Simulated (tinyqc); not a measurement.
From results back to parameters: Wannier function of the lower band of a two-orbital chain. Two cases, with inputs chosen for the exercise.

Problem. A band E(k) = H0 + 2 H1 cos(ka) + 2 H2 cos(2ka) is known at k = 0, pi/2a and pi/a. The values come from hidden hoppings; c = hbar^2/2m0.

Constants: hbar^2/2m0 = 3.80998211 eV angstrom^2.

Case 1.

Values chosen: a = 4.3 angstrom (period).

E (eV): 0 -3.1220, pi/2a -2.0360, pi/a -0.8060

Case 2.

Values chosen: a = 4.6 angstrom (period).

E (eV): 0 -1.9550, pi/2a -0.3970, pi/a 0.9930

Find: H0, H1, H2; m0/m at k = 0.

Solution. H0 = (E0 + 2 E1 + E2)/4, H1 = (E0 - E2)/4, H2 = (E0 - 2 E1 + E2)/8; the curvature at k = 0 gives m0/m = -(H1 + 4 H2) a^2/c.

Case 1.

H0, H1, H2 (eV): -2.000  -0.579  0.018

m0/m at k = 0 = 2.460

Case 2.

H0, H1, H2 (eV): -0.439  -0.737  -0.021

m0/m at k = 0 = 4.560

Computed by tinyqc, one run a case: `OMP_NUM_THREADS=1 python tinyqc.py N N+1 out.jsonl` with N = 1452356, 1452406; one thread of a shared Intel(R) Xeon(R) Processor @ 2.30GHz, about 0.2 s a run at most.
